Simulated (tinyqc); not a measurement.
Frequency dispersion of an accumulation capacitance by border traps, distributed model: one step of the calculation.

Traps spread evenly through the insulator exchange electrons with the semiconductor by tunnelling, with tau(x) = t0 exp(2 ka x) at depth x from the interface. The admittance per area Y seen at depth x obeys dY/dx = -Y^2/(i w eps0 eox) + q Nb ln(1 + i w tau)/tau, with Y(0) = i w Cs and w = 2 pi f; the gate sees Y(tox) = G + i w C. Working variable y = Y/(i w), in uF/cm^2. Cox = eps0 eox/tox.

Problem. Scales and lumped estimate. Cox; trap-free value 1/(1/Cox + 1/Cs); response depth d = ln(1/(w t0))/(2 ka), where w tau = 1; lumped estimate: all traps within d act as C_bt = q Nb d placed at d/2, so C = 1/{1/[1/(1/Cs + d/(2 eps0 eox)) + C_bt] + (tox - d/2)/(eps0 eox)}.

Parameters, values chosen for the exercise; permittivity close to that of silicon dioxide: relative permittivity of the insulator eox = 4.02; insulator thickness tox = 4.1 nm; semiconductor capacitance in accumulation Cs = 3.9 uF/cm^2; density of border traps Nb = 9.8e19 cm^-3 eV^-1; decay constant of the wave function in the insulator ka = 6.1 1/nm; time constant of a trap at the interface t0 = 6e-10 s; frequency f = 1e5 Hz.

Constants: q = 1.602176634e-19 C, eps0 = 8.8541878128e-14 F/cm where lengths are in cm. Results are converted to the units shown.

Wanted: Cox; trap-free C; d; C_bt; lumped C.

Solution.

Cox = 0.86814 uF/cm^2
trap-free C = 0.71008 uF/cm^2
d = 0.64617 nm
C_bt = 1.0146 uF/cm^2
lumped C = 0.75881 uF/cm^2

The traps within reach amount to 0.260 Cs and lie in the first 15.8 % of the insulator.

Computed by the program tinyqc: `OMP_NUM_THREADS=1 python tinyqc.py 2202077 2202078 out.jsonl`, one thread of a shared Intel Xeon 2.30GHz, about 0.5 s for the whole run.
